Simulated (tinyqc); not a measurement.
Nudged elastic band on a two-dimensional model surface: one step, computed by the program tinyqc.

V(x, y) = -A (cos kx + cos ky) - B cos kx cos ky + (C sin ky + S sin kx)(1 - cos kx), k = 2 pi/a; the atom hops from the minimum at (0, 0) to that at (a, 0).

Problem. Stationary points. Newton steps x(new) = x - H^-1 grad V (moves limited to 0.3 angstrom) from (0, 0), (a, 0) and (a/2, 0) give the two minima and the saddle.

Inputs (values chosen for the exercise, for a model surface): amplitude A = 0.18 eV; amplitude B = -0.038 eV; skew C = 0.033 eV; asymmetry S = -0.023 eV; period a = 3.8 angstrom.

Surface: adatom on a square lattice. Climbing image: on.

Give: positions; energies; barrier from the start.

Solution.

positions (angstrom), rows start, end, saddle, columns x, y:
$$\begin{pmatrix}
0.0000 & 0.0000 \\
3.8000 & 0.0000 \\
2.0864 & -0.1752
\end{pmatrix}$$

energies (eV): start -0.32200, end -0.32200, saddle -0.04047

barrier from the start = 0.28153 eV
